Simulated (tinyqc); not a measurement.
Single-photon avalanche diode, trigger probability and counting: effect of the excess bias.

A multiplication layer of width W with the uniform field V/W; alpha = an exp(-bn/E) for electrons, beta = ap exp(-bp/E) for holes (local model, no dead space). a = alpha W, b = beta W. Electrons enter at x = 0, holes at x = W. P0 is the probability that an electron entering at 0 starts a lasting avalanche, PW the same for a hole entering at W.

Breakdown: ln(a/b) = a - b with a not equal to b. Above it PW/(1 - PW) = [P0/(1 - P0)] exp(b - a) and b ln(1 - P0) = a ln(1 - PW); the mean over pairs made evenly in the layer is Pm = ln[(1 - PW)/(1 - P0)]/(a - b). PDP = eta P0; dark counts Gd Pm; avalanche charge Cd Vx/q; afterpulse probability pa (Cd Vx/q) exp(-td/tt) Pm; true rate n = nph PDP + dark counts; measured n/(1 + n td) (non-paralysable) or n exp(-n td) (paralysable); recharge time Rq Cd.

Parameters, values chosen for the exercise; ionisation coefficients close to those of indium phosphide: electron prefactor an = 1.13e7 1/cm; electron field bn = 3.19 MV/cm; hole prefactor ap = 4.77e6 1/cm; hole field bp = 2.51 MV/cm; width of the multiplication layer W = 2 um; probability that a photon makes a pair that enters the layer eta = 0.23; thermal generation rate in the layer Gd = 1900 1/s; dead time td = 20 ns; diode capacitance Cd = 34 fF; quench resistance Rq = 100 kohm; trapping probability per avalanche carrier pa = 6.6e-8; trap release time tt = 6.6 ns; photon rate nph = 6.3e5 1/s.

Constants: q = 1.602176634e-19 C. Results are converted to the units shown.

Effect of the excess bias:
```
Vx (V),Vx/VB (%),P0,PW,Pm,PDP,dark counts (1/s),afterpulse (%)
0.78,1.002,0.08671,0.1943,0.1344,0.01994,255.4,0.007094
1.2,1.542,0.1310,0.2820,0.1993,0.03012,378.6,0.01618
2,2.570,0.2108,0.4224,0.3099,0.04847,588.8,0.04193
3.1,3.983,0.3113,0.5705,0.4380,0.07160,832.3,0.09187
4.9,6.296,0.4546,0.7341,0.5999,0.1046,1140,0.1988
7.8,10.02,0.6367,0.8766,0.7716,0.1464,1466,0.4071
12,15.42,0.8134,0.9601,0.9030,0.1871,1716,0.7330
20,25.70,0.9621,0.9961,0.9850,0.2213,1871,1.333
31,39.83,0.9984,0.9999,0.9995,0.2296,1899,2.096
```

VB is 77.82 V. P0 rises from 0.0867 to 0.998 and PW rises from 0.194 to 1.00; P0 goes as Vx^(0.96) at the start and Vx^(0.08) at the end. Holes trigger better in every row. The afterpulse probability keeps growing, as Vx^(1.03) at the end, because the avalanche charge grows with Vx. For Vx = 20, 31 the excess bias passes a quarter of VB, where tunnelling adds dark counts that are left out here.

Numbers from tinyqc (`OMP_NUM_THREADS=1 python tinyqc.py 2630040 2630041 out.jsonl`; about 0.01 s on one thread of a shared Intel Xeon 2.30GHz).
